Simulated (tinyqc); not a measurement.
Worked calculation: linear model of a band gap against the share of exact exchange. Values are carried at full precision from step to step, so a last printed digit may differ when a step is redone from the rounded ones.

E(alpha) = E0 + S alpha. A wider gap screens less, modelled in the Penn form eps(alpha) = 1 + (e0 - 1)(EP/(EP + S alpha))^2 with a scale EP chosen for the exercise. A dielectric-dependent hybrid takes alpha = 1/eps.

Parameters, chosen for this exercise (of the order of those of GaAs; the results hold for these values, not for the real material):
```
symbol   value  unit  meaning
E0       0.54   eV    gap of the semi-local functional
S        5.24   eV    slope dE/d(alpha)
e0       11.77        optical dielectric constant at alpha = 0
EP       10.5   eV    energy scale of the screening
Et       1.54   eV    target gap
a_start  0            starting alpha
fv       0.56         share of the opening taken by the valence edge
Ed       0.22   eV    defect level above the semi-local valence top
cd       0            shift of the level per unit opening, on the scale of the mean potential
```

## Fixed shares

Gap, error against the target and eps for alpha = 0, 0.25 and 1/e0; and the alpha that meets the target, (Et - E0)/S.

Results:
```
alpha   E (eV)  E - Et (eV)     eps
0.0000   0.540       -1.000  11.770
0.2500   1.850        0.310   9.513
0.0850   0.985       -0.555  10.912
```

alpha for the target = 0.1908

A quarter of exact exchange overshoots the target by 0.31 eV: the material needs 0.191, and 1/e0 = 0.085 lies further from it than 0.25 does.

## Self-consistent share

Iterate alpha -> 1/eps(alpha) seven times from a_start. The fixed point solves alpha eps(alpha) = 1; the contraction factor there is 2 (eps - 1) S/((EP + S alpha) eps^2).

Iterates:
```
step    alpha      eps  E (eV)
0     0.00000  11.7700  0.5400
1     0.08496  10.9117  0.9852
2     0.09164  10.8485  1.0202
3     0.09218  10.8435  1.0230
4     0.09222  10.8431  1.0232
5     0.09222  10.8431  1.0233
6     0.09222  10.8431  1.0233
7     0.09222  10.8431  1.0233
```

fixed point = 0.09222
contraction factor = 0.0799

The factor is positive, so the iterates approach from one side, the error shrinking to 0.08 of itself each step; the gap is within 0.01 eV of its limit from step 2. Self-consistency moves the gap by +0.038 eV against the one-shot choice 1/e0, since a wider gap screens less.

## Band edges and a deep level

The opening c = S alpha lowers the valence top by fv c and raises the conduction edge by (1 - fv) c, both against the mean potential; the level moves by cd c. Use the fixed point. Compare with stretching the level in proportion to the gap and with pinning it to either edge.

opening c = 0.483 eV

shifts of the valence and conduction edges (eV): -0.271  0.213

level above the valence top = 0.491 eV
level below the conduction edge = 0.533 eV

level above the valence top: stretched, tied to the valence edge, tied to the conduction edge (eV): 0.417  0.220  0.703

The three recipes err by -0.07, -0.27 and +0.21 eV against alignment through the mean potential. A localised level with cd = 0 stays put while the edges move away from it.

## Checks

- Fixed point by bisection against 60 substitutions: both 0.09222.

(tinyqc, `OMP_NUM_THREADS=1 python tinyqc.py 1880016 1880017 out.jsonl`, Intel(R) Xeon(R) Processor @ 2.30GHz, 1 thread, shared host, about 0.01 s.)
